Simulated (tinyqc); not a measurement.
Pariser-Parr-Pople SCF with singles CI, for the molecule O=c1cccccc1 (SMILES; centres numbered as the heavy atoms are written), step by step. One step of it, computed by the program tinyqc.

Question. Iteration 1: orbitals and new P. Diagonalise F (the basis is taken as orthonormal) and form P = 2 sum c c over the lowest orbitals.

F (eV), lower triangle:
```
,1O,2C,3C,4C,5C,6C,7C,8C
1O,-3.757087
2C,-3.118611,-2.379691
3C,0.410682,-3.963408,-4.296636
4C,0.084509,-0.100739,-4.042023,-6.226933
5C,-0.134415,0.387389,-0.391392,-3.893384,-7.212455
6C,-0.134415,0.387389,0.235783,-0.508319,-3.905224,-7.212455
7C,0.084509,-0.100739,0.456484,0.145185,-0.508319,-3.893384,-6.226933
8C,0.410682,-3.963408,0.074837,0.456484,0.235783,-0.391392,-4.042023,-4.296636
```

pi electrons, sum of z_r less the charge = 8

Give: orbital energies; P after iteration 1.

Answer.

orbital energies (eV): -14.1692  -11.1867  -9.9710  -5.1948  -3.1032  -2.0826  0.2391  3.8596

P after iteration 1, lower triangle:
```
,1O,2C,3C,4C,5C,6C,7C,8C
1O,1.3262
2C,0.7103,0.8890
3C,-0.0708,0.4771,0.8320
4C,-0.3695,0.0484,0.7471,1.0530
5C,0.2300,-0.1077,0.0719,0.5335,1.0074
6C,0.2300,-0.1077,-0.3232,-0.0271,0.7351,1.0074
7C,-0.3695,0.0484,-0.0664,-0.1013,-0.0271,0.5335,1.0530
8C,-0.0708,0.4771,0.2586,-0.0664,-0.3232,0.0719,0.7471,0.8320
```
